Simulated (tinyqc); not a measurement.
Rise against time: self-heating of a transistor with one or more fingers, with temperature-dependent conductivity. Computed by tinyqc, a small Python program. Command: `OMP_NUM_THREADS=1 python tinyqc.py 3000980 3000981 out.jsonl selfheat walk`. One thread of a shared host (Intel(R) Xeon(R) Processor @ 2.30GHz), about 0.06 s of CPU time with the checks.

N long parallel fingers lie on the top face of a slab whose bottom is held at T_0; the top is otherwise insulated, and heat flows in two dimensions. P in W/mm is 1000 P in W/m.

Inputs (values chosen for the exercise, modelled on gallium arsenide):
```
quantity                                      value           unit
conductivity at the base temperature kappa_0   46.5        W/(m K)
power per gate width P                         0.82           W/mm
fingers N                                         8              -
finger pitch s                                   26     micrometre
width of the heat source w                     0.32     micrometre
substrate thickness t                            48     micrometre
heat capacity C                                1.76  1e6 J/(m^3 K)
pulse length                                     35    microsecond
```

Power: fixed power.

Method:
- A line source of power P on the top face raises the top at distance x by (P/(pi kappa_0)) g(x), g(x) = -ln tanh(pi x/(4 t)) (the image sum for the slab). On a strip of width w the centre sees the mean of g over the strip, g_0 = 1 + ln(8 t/(pi w)) for w much below t.
- theta_i = (P/(pi kappa_0)) [g_0 + sum over j != i of g(|i - j| s)], with equal powers and constant conductivity; thermal resistance = largest theta/P.
- After switching on, theta(tau) = (P D/kappa_0) int_0^tau X(u) Z(u) du at the hottest finger, D = kappa_0/C; X = sum over fingers at distance x of [erf((x + w/2)/r) - erf((x - w/2)/r)]/(2 w), Z = sum_(j=-200..200) (-1)^j exp(-(2 j t/r)^2)/sqrt(pi D u), r = 2 sqrt(D u); trapezoid rule on 300 points evenly spaced in ln u from u_0 = 1e-3 min(tau, w^2/D) to tau, plus the exact piece 2 sqrt(u_0/(pi D))/w below u_0. Conductivity and power are held at their base values here, and Fourier's law is used even where the diffusion length is near a phonon free path.

diffusivity D = 26.4205 micrometre^2/microsecond

theta of each finger (K): 47.6850  52.7784  54.7808  55.4975  55.4975  54.7808  52.7784  47.6850

largest theta = 55.4975 K

Heating curve:
```
time (microsecond)  sqrt(D time) (micrometre)  rise (K)  share of the steady rise
8.70e-05                             0.047944     2.975                   0.05361
8.70e-04                              0.15161    7.8317                    0.1411
0.0087                                0.47944     14.07                    0.2535
0.087                                  1.5161    20.509                    0.3696
0.87                                   4.7944     26.97                     0.486
4.4                                    10.782    32.123                    0.5788
17                                     21.193    40.076                    0.7221
52                                     37.066    50.196                    0.9045
130                                    58.606    55.006                    0.9911
```

What follows from these numbers?

Half the steady rise is reached between 0.87 and 4.4 microseconds, and the last row holds 99.1 % of it; the slowest time constant is 4 t^2/(pi^2 D) = 35.3 microseconds. While the diffusion length lies between w and the pitch or thickness, the rise grows as the logarithm of time; once it nears the pitch of 26 micrometre the neighbours add their heat.

Extremes, crossings and ranges named in words are read from the listed rows.
